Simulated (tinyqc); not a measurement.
The network against temperature: hopping conduction between localised states. Computed by tinyqc, a small Python program. Command: `OMP_NUM_THREADS=1 python tinyqc.py 3004129 3004130 out.jsonl hop walk`. One thread of a shared host (Intel(R) Xeon(R) Processor @ 2.30GHz), about 0.01 s of CPU time with the checks.

Energies are counted from the Fermi level. A small network shows the mechanism; the laws of an infinite system follow.

Inputs (values chosen for the exercise, for a model amorphous semiconductor): localisation length xi = 2.1 nm; temperature T = 37 K.

Dimension: 2D.

sites of the small network (nm, nm, meV):
```
       x     y  energy
1      0  1.69    0.71
2   3.74  5.34   -7.73
3   8.16  0.21   -0.88
4  11.67  2.64    0.11
5  13.77  6.32     0.8
6  19.56  0.63    3.16
7     22  3.74   -0.71
```

Constants: k_B = 8.617333262e-05 eV/K.

Method:
- Miller-Abrahams exponent s_ij = 2 r_ij/xi + (|E_i| + |E_j| + |E_i - E_j|)/(2 k_B T); G_ij = G_0 exp(-s_ij).
- Site 1 is held at potential 1 and site 7 at 0; Kirchhoff's law sum_j G_ij (u_i - u_j) = 0 fixes the others; G = sum_j G_1j (1 - u_j).
- Critical exponent s_c: the smallest value such that bonds with s_ij <= s_c connect site 1 with site 7.
- The last column is the length of the critical bond.

Network:

| T (K) | -ln(G/G_0) | s_c | critical hop (nm) |
|---|---|---|---|
| 11 | 10.027 | 9.8072 | 8.6249 |
| 17 | 9.367 | 9.2450 | 8.6249 |
| 26 | 8.845 | 8.8882 | 8.6249 |
| 37 | 8.463 | 8.6878 | 8.6249 |
| 56 | 8.092 | 8.3862 | 8.1179 |
| 92 | 7.776 | 8.1299 | 8.1179 |
| 180 | 7.524 | 7.9351 | 8.1179 |
| 560 | 7.343 | 7.7968 | 8.1179 |

What follows from these numbers?

-ln(G/G_0) follows s_c within 0.5. The critical hop is 8.62 nm long at the lowest T and 8.12 nm at the highest: on cooling the carrier goes farther to find a site of nearer energy, which is variable-range hopping.

Extremes, crossings and ranges named in words are read from the listed rows.
